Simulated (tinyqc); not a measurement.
Lateral field, substrate current, probability of reaching the oxide barrier and hot-carrier lifetime of a silicon transistor (pseudo-two-dimensional and lucky-electron models). Changing the drain voltage V_D. Computed by tinyqc, a small Python program. Command: `OMP_NUM_THREADS=1 python tinyqc.py 3030063 3030064 out.jsonl hotcar sweep`. One thread of a shared host (Intel(R) Xeon(R) Processor @ 2.30GHz), about 0.01 s of CPU time with the checks.

Local-field models: a lucky carrier gains its energy at the peak field over a path free of collisions. Voltages are magnitudes.

Inputs (values chosen for the exercise, modelled on a silicon n-channel):

| quantity | value | unit |
|---|---|---|
| channel length L | 390 | nm |
| oxide thickness t | 6.7 | nm |
| junction depth x_j | 130 | nm |
| mobility mu | 340 | cm^2/(V s) |
| saturation velocity v_s | 0.83 | 1e7 cm/s |
| threshold voltage V_T | 0.69 | V |
| gate voltage V_G | 1.5 | V |
| ionisation prefactor A_i | 1.7e+06 | 1/cm |
| ionisation field B_i | 1.71 | MV/cm |
| hot-carrier mean free path lambda | 8 | nm |
| oxide barrier phi_b | 3.1 | eV |
| interface-trap threshold phi_it | 3.7 | eV |
| lifetime constant H | 400 | s microampere/micrometre |

Drain: abrupt.

Constants: eps_0 = 8.8541878128e-12 F/m.

Method:
- C_ox = 3.9 eps_0/t; F_sat = 2 v_s/mu; V_Dsat = V_ov F_sat L/(V_ov + F_sat L), V_ov = V_G - V_T; I_D/W = C_ox v_s (V_ov - V_Dsat).
- Scale length l = 0.22 t^(1/3) x_j^(1/2) (all in cm); F_m = sqrt(((V_D - V_Dsat)/l_e)^2 + F_sat^2), with l_e = l; length of the velocity-saturated region l_e ln((V_D - V_Dsat)/(l_e F_sat) + F_m/F_sat).
- Substrate current I_sub/I_D = (A_i/B_i)(V_D - V_Dsat) exp(-B_i/F_m); probability of reaching the oxide barrier exp(-phi_b/(e lambda F_m)); lifetime tau = (H/(I_D/W)) exp(phi_it/(e lambda F_m)).

One run for each value:

| drain voltage V_D (V) | lifetime tau (s) | substrate current I_sub/W (microampere/micrometre) | peak field F_m (kV/cm) | probability of reaching phi_b |
|---|---|---|---|---|
| 1.56 | 7.7655e+13 | 1.2303e-03 | 150.99 | 7.1535e-12 |
| 1.80 | 3.1676e+11 | 1.1684e-02 | 184.05 | 7.1859e-10 |
| 2.05 | 5.7504e+09 | 6.1880e-02 | 218.99 | 2.0663e-08 |
| 2.29 | 3.4082e+08 | 2.0439e-01 | 252.81 | 2.2047e-07 |
| 2.54 | 3.5983e+07 | 5.3748e-01 | 288.24 | 1.4503e-06 |
| 2.78 | 6.5810e+06 | 1.1299e+00 | 322.37 | 6.0202e-06 |
| 3.02 | 1.6611e+06 | 2.0837e+00 | 356.59 | 1.9078e-05 |
| 3.27 | 5.1010e+05 | 3.5529e+00 | 392.30 | 5.1303e-05 |
| 3.51 | 1.9753e+05 | 5.4939e+00 | 426.63 | 1.1359e-04 |

What does the table show?

Over the rows, lifetime tau (s) falls from 7.77e13 to 198000 (exponent d ln y / d ln x -38 between the first rows and -13 between the last); substrate current I_sub/W (microampere/micrometre) rises from 0.00123 to 5.49 (exponent d ln y / d ln x 16 between the first rows and 6.2 between the last); peak field F_m (kV/cm) rises from 151 to 427 (exponent d ln y / d ln x 1.4 between the first rows and 1.2 between the last).

Caution (all rows): the empirical formula for l was fitted to oxides of about 15 nm or more; for thinner ones it is an extrapolation. Caution (all rows): e V_D is below phi_b or phi_it, so the available energy, not the field, limits hot carriers, and the lucky-electron formulas overstate them.

Extremes, crossings and ranges named in words are read from the listed rows.
